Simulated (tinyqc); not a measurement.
Inside a calculation. Method: RKS/PBE in the sto-3g basis, for H3+, spin multiplicity 1. One step of it, computed by the program tinyqc.

Question. Iteration 1: building the Kohn-Sham matrix. J_ij = sum D_kl (ij|kl); F = H + J + V_xc; E = tr D H + tr D J / 2 + E_xc + E_nn.

D at the start, order 1H 1s, 2H 1s, 3H 1s:
```
[[0.671432, -0.396796, 0.753692],
 [-0.396796, 0.234495, -0.445410],
 [0.753692, -0.445410, 0.846031]]
```

core Hamiltonian H = T + V (hartree), order 1H 1s, 2H 1s, 3H 1s:
```
[[-1.590830, -1.007467, -1.004440],
 [-1.007467, -1.324794, -0.326773],
 [-1.004440, -0.326773, -1.323480]]
```

Two-electron integrals (ij|kl) in chemists' order, unique and non-zero (hartree):
```
(11|11) 0.774606   (21|11) 0.359444   (21|21) 0.205432   (22|11) 0.512839
(22|21) 0.359444   (22|22) 0.774606   (31|11) 0.358156   (31|21) 0.155206
(31|22) 0.213818   (31|31) 0.204146   (32|11) 0.101581   (32|21) 0.051651
(32|22) 0.082619   (32|31) 0.051510   (32|32) 0.014892   (33|11) 0.511957
(33|21) 0.214247   (33|22) 0.293600   (33|31) 0.358156   (33|32) 0.082619
(33|33) 0.774606
```

nuclear repulsion = 1.47397832 hartree

V_xc (hartree), order 1H 1s, 2H 1s, 3H 1s:
```
[[-0.417708, -0.156058, -0.242368],
 [-0.156058, -0.224339, -0.054404],
 [-0.242368, -0.054404, -0.468249]]
```

E_xc = sum of w rho eps_xc = -0.71830815 hartree

Give: Coulomb J; Kohn-Sham matrix F; total energy of this density.

Answer.

Coulomb J (hartree), order 1H 1s, 2H 1s, 3H 1s:
```
[[1.2376, 0.5318, 0.7323],
 [0.5318, 0.7378, 0.1809],
 [0.7323, 0.1809, 1.3642]]
```

Kohn-Sham matrix F (hartree), order 1H 1s, 2H 1s, 3H 1s:
```
[[-0.7709, -0.6317, -0.5145],
 [-0.6317, -0.8113, -0.2003],
 [-0.5145, -0.2003, -0.4275]]
```

total energy of this density = -0.826869 hartree
